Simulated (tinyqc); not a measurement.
# Surface Green function of a square-lattice strip three rows wide, Sancho-Rubio decimation: densities of states against energy

A semi-infinite lead of cells 0, 1, 2, ... with H0 inside a cell and H1 = <cell i|H|cell i + 1>. A cell is one column of three sites. z = E + i eta.

Start with e_s = e = H0, a = H1, b = H1^dagger. Each round: g = (z - e)^(-1); e_s <- e_s + a g b; e <- e + a g b + b g a; a <- a g a; b <- b g b (all with the old a, b). Round k joins cells 2^k apart. Stop when the largest entry of the matrices a and b is below 1e-12 eV; g_s = (z - e_s)^(-1), bulk (z - e)^(-1), density of states -Im Tr/pi. Here eta = 0.001 eV. Open modes are the crossings of E with the bands of H0 + H1 exp(ik) + H1^dagger exp(-ik) for 0 < k < pi.

H0 (eV):

|  | 1 | 2 | 3 |
|---|---|---|---|
| 1 | -0.46 | -0.65 | 0 |
| 2 | -0.65 | 0.36 | -0.65 |
| 3 | 0 | -0.65 | 0.45 |

H1 (eV):

|  | 1 | 2 | 3 |
|---|---|---|---|
| 1 | -1 | 0 | 0 |
| 2 | 0 | -1 | 0 |
| 3 | 0 | 0 | -1 |

Densities of states against energy:

| E (eV) | open modes | rounds | surface (1/eV) | bulk (1/eV) |
|---|---|---|---|---|
| -3.19 | 0 | 6 | 2.317e-4 | 6.206e-4 |
| -2.59 | 1 | 15 | 0.1711 | 0.2961 |
| -1.98 | 1 | 16 | 0.2688 | 0.1971 |
| -1.37 | 2 | 16 | 0.5310 | 0.3924 |
| -0.76 | 3 | 16 | 0.6788 | 1.040 |
| -0.15 | 3 | 16 | 0.8473 | 0.5461 |
| 0.46 | 3 | 16 | 0.8408 | 0.5508 |
| 1.07 | 3 | 16 | 0.6438 | 1.331 |
| 1.68 | 2 | 16 | 0.4962 | 0.4341 |
| 2.29 | 1 | 16 | 0.2658 | 0.1915 |
| 2.9 | 1 | 15 | 0.1646 | 0.3078 |
| 3.51 | 0 | 6 | 2.100e-4 | 5.239e-4 |

The bands of the infinite lead run over -2.90 to 1.10, -1.93 to 2.07, -0.812 to 3.19 eV. The rounds lie between 6 and 16, 6.0 on average outside the bands and 15.8 inside. The surface density of states is largest at E = -0.15 eV among the rows (0.847 1/eV, bulk 0.546).

Program tinyqc, `OMP_NUM_THREADS=1 python tinyqc.py 2680014 2680015 out.jsonl`; Intel Xeon 2.30GHz, shared host, one thread, about 0.08 s.
